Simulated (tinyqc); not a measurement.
From results back to parameters: optical gain and spontaneous emission in a bulk direct-gap semiconductor. Five cases, with inputs chosen for the exercise.

Problem. The gain spectrum crosses zero at E0 = Eg + Fc + Fv; n = p is hidden.

F_j(eta) = (1/Gamma(j + 1)) integral_0^infinity x^j dx/(1 + exp(x - eta)), which tends to exp(eta) for eta << 0.

Quasi-Fermi levels: n = Nc F_1/2(Fc/kT) and p = Nv F_1/2(Fv/kT), Fc counted up from the conduction edge and Fv down from the valence edge; Nc, Nv from N = 2 (m kB T/(4 pi c))^(3/2) with c = hbar^2/2m0, in 1/angstrom^3; times 1e24 for 1/cm^3, with me and (mhh^(3/2) + mlh^(3/2))^(2/3).

Constants: hbar^2/2m0 = 3.80998211 eV angstrom^2; kB = 8.617333262e-05 eV/K.

Find: Fc; Fv; n.

Method. Fc + Fv rises steadily with n, so one n gives E0 - Eg; solve by bisection on ln n.

Case 1.

Values chosen (near those of InGaAs; the results hold for these values, not for the real material):
- Eg = 0.731 eV (direct gap)
- me = 0.0425 m0 (electron mass)
- mhh = 0.453 m0 (heavy-hole mass)
- mlh = 0.0521 m0 (light-hole mass)
- T = 250 K

E0 = 0.76297 eV

Solution.

Fc = 0.073 eV
Fv = -0.041 eV
n = 8.7e+17 1/cm^3

Case 2.

Values chosen (near those of GaAs; the results hold for these values, not for the real material):
- Eg = 1.446 eV (direct gap)
- me = 0.0684 m0 (electron mass)
- mhh = 0.513 m0 (heavy-hole mass)
- mlh = 0.0808 m0 (light-hole mass)
- T = 350 K

E0 = 1.47629 eV

Solution.

Fc = 0.080 eV
Fv = -0.050 eV
n = 2.2e+18 1/cm^3

Case 3.

Values chosen (near those of InP; the results hold for these values, not for the real material):
- Eg = 1.305 eV (direct gap)
- me = 0.0777 m0 (electron mass)
- mhh = 0.605 m0 (heavy-hole mass)
- mlh = 0.0931 m0 (light-hole mass)
- T = 400 K

E0 = 1.45334 eV

Solution.

Fc = 0.176 eV
Fv = -0.027 eV
n = 7.6e+18 1/cm^3

Case 4.

Values chosen (near those of GaN; the results hold for these values, not for the real material):
- Eg = 3.464 eV (direct gap)
- me = 0.2075 m0 (electron mass)
- mhh = 1.445 m0 (heavy-hole mass)
- mlh = 0.2951 m0 (light-hole mass)
- T = 300 K

E0 = 3.56425 eV

Solution.

Fc = 0.120 eV
Fv = -0.020 eV
n = 1.9e+19 1/cm^3

Case 5.

Values chosen (near those of GaN; the results hold for these values, not for the real material):
- Eg = 3.387 eV (direct gap)
- me = 0.2026 m0 (electron mass)
- mhh = 1.44 m0 (heavy-hole mass)
- mlh = 0.311 m0 (light-hole mass)
- T = 400 K

E0 = 3.40849 eV

Solution.

Fc = 0.082 eV
Fv = -0.060 eV
n = 1.2e+19 1/cm^3

Computed by tinyqc, one run a case: `OMP_NUM_THREADS=1 python tinyqc.py N N+1 out.jsonl` with N = 1681832, 1681870, 1681882, 1681892, 1681948; one thread of a shared Intel(R) Xeon(R) Processor @ 2.30GHz, about 0.09 s a run at most.
